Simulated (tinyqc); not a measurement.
One-electron ion in a basis of Gaussians, step by step. Computed by tinyqc, a small Python program that keeps every step. Settings: Z = 1, l = 2. Command: `OMP_NUM_THREADS=1 python tinyqc.py 30969 30970 out.jsonl` (the two numbers bound the seeds that draw the settings). One thread of a shared host (Intel(R) Xeon(R) Processor @ 2.60GHz), about 0.01 s of CPU time with the checks.

## Matrices over normalised Gaussians

exponents of r^l exp(-a r^2) (1/bohr^2): 0.001116  0.001718

Z = 1

l = 2

With p = a_i + a_j and I(k) = Gamma((k+1)/2) / (2 p^((k+1)/2)): S = I(2l+2), T = (2l+3) a_i a_j S / p, V = -Z I(2l+1), each divided by sqrt(S_ii S_jj).

S:
```
,1,2
1,1.000000,0.922377
2,0.922377,1.000000
```

T (hartree):
```
,1,2
1,0.003906,0.004368
2,0.004368,0.006013
```

V (hartree):
```
,1,2
1,-0.028432,-0.029550
2,-0.029550,-0.035276
```

## Generalised eigenproblem

H = T + V (hartree):
```
,1,2
1,-0.024526,-0.025182
2,-0.025182,-0.029263
```

Solve H C = S C e through S^(-1/2); each column has its largest component positive (the first on a tie).

eigenvalues of S: 0.077623  1.922377

eigenvalues (hartree): -0.031202  -0.017945

coefficients:
```
,1,2
1,-0.989922,2.391971
2,1.837078,-1.823901
```

For Z = 1 and l = 2 the exact lowest level is -Z^2/(2 n^2) with n = l + 1: -0.055556 hartree.
